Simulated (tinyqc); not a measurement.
Bandgap voltage reference from two bipolar transistors: two steps of the calculation.

Two transistors of area 1 and N carry the same current I. Is(T) = Is (T/T0)^eta exp[(Vg0 q/kB)(1/T0 - 1/T)], VBE1 = Vt ln(I/Is(T)) + I rb, VBE2 = Vt ln(I/(N Is(T))) + I rb/N. The amplifier forces I R1(T) = VBE1 - VBE2 + Vos, with R(T) = R (1 + tc (T - T0)) for both resistors, and the output is Vref = VBE1 + I R2(T). Base currents and the Early effect are neglected.

Parameters, values chosen for the exercise; values of the order met in silicon bipolar transistors:
```
symbol,value,unit,meaning
T0,300,K,reference temperature
Vg0,1.199,V,band-gap voltage extrapolated to 0 K
eta,3.4,,temperature exponent of the saturation current
Is,4.3e-16,A,saturation current of the unit transistor at T0
N,8,,area ratio of the second transistor
R1,18,kohm,"resistor across which the difference of VBE falls, at T0"
tc,0,ppm/K,temperature coefficient of both resistors
Vos,-1.7,mV,offset of the amplifier
rb,0,ohm,series resistance of the unit transistor
R2,230.6,kohm,output resistor at T0
T,333,K,temperature
```

Constants: q = 1.602176634e-19 C, kB = 1.380649e-23 J/K. Results are converted to the units shown.

Problem 1. Operating point at another temperature. Vt = kB T/q; I = (Vt ln N + Vos)/(R1(T) - rb (1 - 1/N)).

Find: Vt; I; Is(T); VBE1; I R2; Vref.

Solution 1.

Vt = 0.02870 V
I = 3.221 uA
Is(T) = 6.076e-14 A
VBE1 = 0.5104 V
I R2 = 0.7427 V
Vref = 1.253 V

From T0 to T, VBE1 changes by -74.6 mV and I R2 by 75.8 mV, which leaves 1.12 mV in Vref.

Problem 2. Resistor for zero slope at T0, ideal case. With tc = 0, Vos = 0 and rb = 0 the current is proportional to T, dVBE/dT = (VBE - Vg0 - (eta - 1) Vt)/T, and Vref has zero slope at T0 when Vref = Vg0 + (eta - 1) Vt0. Find VBE1, its slope, that Vref, R2/R1 and the curvature d2Vref/dT2 = -(eta - 1) kB/(q T0).

Find: VBE1; dVBE/dT; Vref; R2/R1; curvature.

Solution 2.

VBE1 = 0.5858 V
dVBE/dT = -2.251 mV/K
Vref = 1.261 V
R2/R1 = 12.56
curvature = -0.6894 uV/K^2

Program tinyqc, `OMP_NUM_THREADS=1 python tinyqc.py 2062125 2062126 out.jsonl`; Intel Xeon 2.30GHz, shared host, one thread, about 0.02 s.
